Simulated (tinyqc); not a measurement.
Thickness and doping from the maximum and minimum capacitance.

Inverse problem. A MOS capacitor has Cmax = Cox = eps0 eox/tox and 1/Cmin = 1/Cox + Wm/(eps0 eps_r), with Wm = sqrt(4 eps0 eps_r Vt ln(N/ni)/(q N)) and N well above ni. Find tox, Wm and N.

Inputs (values chosen for the exercise); band and dielectric values close to those of gallium arsenide:
- T = 400 K (temperature)
- eps_r = 13 (relative permittivity)
- eox = 3.9 (relative permittivity of the gate insulator (close to silicon dioxide))

Constants: q = 1.602176634e-19 C, kB = 1.380649e-23 J/K, Vt = kB T/q, eps0 = 8.8541878128e-14 F/cm where lengths are in cm. Results are converted to the units shown.

Cmax = 0.93327926 uF/cm^2
Cmin = 0.018674995 uF/cm^2
ni = 2.2519386e9 cm^-3

Answer. Cmax gives tox and the series difference Wm. N follows by iterating N = 4 eps0 eps_r Vt ln(N/ni)/(q Wm^2); ln(N/ni)/N falls steadily for N > e ni, so there is one root in that range.

tox = 3.70 nm
Wm = 604 nm
N = 3.90e15 cm^-3

Computed by the program tinyqc: `OMP_NUM_THREADS=1 python tinyqc.py 2060015 2060016 out.jsonl`, one thread of a shared Intel Xeon 2.30GHz, about 0.01 s for the whole run.
